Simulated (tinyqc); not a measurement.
Thermoelectric coefficients with electrons and holes, Landauer integrals: one step of the calculation.

Bulk parabolic band, x = (E - Ec)/kB T, C = hbar^2/(2 m0), kB T in eV. Modes per area gv m kB T x/(4 pi C) times the back-scattering length l0 x^rr give the transport function s0 X(x), s0 = (2 q^2/h) gv m kB T l0/(4 pi C), X = x^(1 + rr). Holes have the same form with the prefactor bb s0 and the reduced level -eta - xg in place of eta. I_k = int X (x - eta)^k w dx, w = 1/(4 cosh^2((x - eta)/2)).

Problem. The three integrals on a coarse grid. Simpson's rule on nE equally spaced points from xa to xe.

Values chosen for this exercise: energy exponent of that length rr = 0.5; reduced Fermi level (EF - Ec)/kB T eta = -1.4; lower end of the grid xa = 0; upper end of the grid xe = 10; points of the grid nE = 17.

Give: x; X; w; X w; I_0, I_1, I_2 on this grid.

Solution.

```
point      x       X         w       X w
0       0.00       0    0.1587         0
1       0.62  0.4941    0.1030   0.05090
2       1.25   1.398   0.06163   0.08614
3       1.88   2.567   0.03511   0.09015
4       2.50   3.953   0.01945   0.07687
5       3.12   5.524   0.01060   0.05858
6       3.75   7.262  0.005733   0.04163
7       4.38   9.151  0.003085   0.02823
8       5.00   11.18  0.001656   0.01852
9       5.62   13.34  8.878e-4   0.01184
10      6.25   15.62  4.756e-4  0.007431
11      6.88   18.03  2.547e-4  0.004591
12      7.50   20.54  1.364e-4  0.002801
13      8.12   23.16  7.299e-5  0.001691
14      8.75   25.88  3.907e-5  0.001011
15      9.38   28.70  2.092e-5  6.004e-4
16     10.00   31.62  1.120e-5  3.540e-4
```

I_0, I_1, I_2 on this grid: 0.3032  1.206  5.541

Range of the model: Parabolic bands, elastic scattering and a fixed kL make these model figures, not those of a material.

Computed by the program tinyqc: `OMP_NUM_THREADS=1 python tinyqc.py 2800134 2800135 out.jsonl`, one thread of a shared Intel Xeon 2.30GHz, about 0.04 s for the whole run.
